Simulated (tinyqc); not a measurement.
Worked calculation: core-shell quantum dot (spherical envelope functions). Values are carried at full precision from step to step, so a last printed digit may differ when a step is redone from the rounded ones.

Parabolic bands; strain and other valleys are left out. s states, u = r psi, hard wall at R + H, c = hbar^2/2m0, energies from the band edges of the core. Core: u = sin(k1 r)/k1, k1 = sqrt(m1 E/c). At R, psi and psi'/m are continuous, so u is continuous and its slope in the shell is s = u/R + (m2/m1)(u' - u/R). Shell: u(R + x) = u(R) cos(k2 x) + s sin(k2 x)/k2, k2 = sqrt(m2 (E - V)/c); for negative arguments the functions turn into sinh and cosh. A level has u(R + H) = 0.

Constants: hbar^2/2m0 = 3.80998211 eV angstrom^2; e^2/(4 pi eps0) = 14.39964547 eV angstrom; hc = 1239.841984 eV nm.

Parameters, chosen for this exercise (near those of a Ge/Si core-shell dot; the results hold for these values, not for the real material): R = 29 angstrom (core radius); H = 34 angstrom (shell thickness); Vc = -0.051 eV (conduction edge of the shell above that of the core); me1 = 0.12 m0 (electron, core); me2 = 0.267 m0 (electron, shell); E = -0.009 eV (trial energy of the electron); Vv = 0.575 eV (hole barrier of the shell); mh1 = 0.192 m0 (hole, core); mh2 = 0.383 m0 (hole, shell); Eg = 0.691 eV (gap of the core); eps = 14.2 (dielectric constant).

## Shooting at a trial energy

Carry the electron solution outwards.

k1^2 = -0.00028347 1/angstrom^2
k2^2 = 0.0029433 1/angstrom^2
u(R) = 30.166 angstrom
s = 1.2213
u(R + H) = 13.516 angstrom

u(R + H) is positive: no node yet, so the lowest level lies above the trial energy.

## Ground states

Find the lowest root for electron and hole, and the share of u^2 inside the core.

Levels:
```
carrier   E (eV)  share in the core
electron  0.0019              0.268
hole      0.1348              0.941
```

The core holds 10 % of the volume. The electron sits mainly in the shell and the hole in the core (type II).

## Overlap and Coulomb integrals

Overlap = (integral of u_e u_h)^2 with normalised u. Coulomb integrals J_ab = (q/eps) double integral of u_a(r)^2 u_b(s)^2/max(r, s), q = e^2/(4 pi eps0), one eps everywhere. Exciton E = Eg + E_e + E_h - J_eh; first-order biexciton shift J_ee + J_hh - 2 J_eh (positive: repulsive).

Integrate numerically.

overlap = 0.372

J_eh, J_ee, J_hh (meV): [30.7, 25.6, 48.2]

## Exciton and biexciton

Give E, the wavelength hc/E and the biexciton shift.

E = 0.797 eV
wavelength = 1556 nm
biexciton shift = 12 meV

At first order the shift is the Coulomb integral of the net charge density with itself and cannot be negative; correlation, left out here, lowers it, and may reverse a shift as small as this.

## Checks

- Level without offset and mass step against c (pi/(R + H))^2/m, eV: both 0.0790.
- J_ee in that case against 1.786 q/(eps (R + H)), meV: both 28.7.

Program tinyqc; command `OMP_NUM_THREADS=1 python tinyqc.py 1251733 1251734 out.jsonl`; about 0.05 s on one thread of a shared Intel(R) Xeon(R) Processor @ 2.30GHz.
